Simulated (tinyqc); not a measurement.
Composition and strain of an epitaxial Si(1-x)Ge(x) layer from Raman and X-ray peaks: one step, computed by the program tinyqc.

A (001) layer, biaxially strained in the plane. The Raman peaks follow empirical lines omega = w0 + c1 x + c3 x^3 + b eps (c3 for Si-Ge alone), with eps the in-plane strain.

Problem. Lattice constants and strain. Relaxed lattice constant a(x) = a_Si + (a_Ge - a_Si) x - B x (1 - x). In-plane constant a_par = a_sub + R (a(x) - a_sub); eps = a_par/a(x) - 1; eps_perp = -(2 C12/C11) eps with 2 C12/C11 linear in x; a_perp = a(x) (1 + eps_perp).

Inputs (values chosen for the exercise, modelled on silicon-germanium): Ge fraction x = 0.8; degree of relaxation R = 0.43; lattice constant of Si = 5.431 angstrom; lattice constant of Ge = 5.658 angstrom; bowing B = 0.029 angstrom; 2 C12/C11 of Si = 0.772; 2 C12/C11 of Ge = 0.758.

Substrate: silicon.

Give: relaxed constant a(x); substrate constant a_sub; a_par; in-plane strain eps; strain along the normal; a_perp.

Solution.

relaxed constant a(x) = 5.60796 angstrom

substrate constant a_sub = 5.431 angstrom

a_par = 5.5071 angstrom

in-plane strain eps = -17.986 per mille

strain along the normal = 13.684 per mille

a_perp = 5.6847 angstrom

The layer is under compression in the plane and is stretched along the normal.
